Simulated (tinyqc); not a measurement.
Grain growth, pinning, strength and diffusional creep of a polycrystal or thin film: one step, computed by the program tinyqc.

One mean grain size d describes the structure.

Question. Mobility and the sizes at which growth stops. M = M0 exp(-Q_m/(k_B T)). The driving pressure is 2 gamma/d. Zener pinning pressure 3 f gamma/(2 r) stops growth at d_Z = 4 r/(3 f). Grooves where boundaries meet the surface have the angle theta = arcsin(gamma/(2 gamma_s)) and are taken to stop growth at d_h = h/(2 theta), a few film thicknesses; the limit is 1/d_lim = 1/d_Z + 1/d_h.

Inputs (values chosen for the exercise, for a model solid):
```
quantity                                    value       unit
boundary energy gamma                        0.81      J/m^2
mobility prefactor M0                     1.5e-06  m^4/(J s)
activation energy of boundary motion Q_m     2.55         eV
anneal temperature T                         1436          K
particle volume fraction f                 0.0041          -
particle radius r                              22         nm
film thickness h                              720         nm
surface energy gamma_s                        1.8      J/m^2
```

Sample: thin film on a substrate.

Constants: k_B = 8.617333262e-05 eV/K.

Give: mobility M; Zener size d_Z; groove angle theta; groove limit d_h; limit d_lim.

Answer.

mobility M = 1.685e-15 m^4/(J s)

Zener size d_Z = 7154 nm

groove angle theta = 0.2269 rad

groove limit d_h = 1586 nm

limit d_lim = 1298 nm

The grooves set the tighter limit.
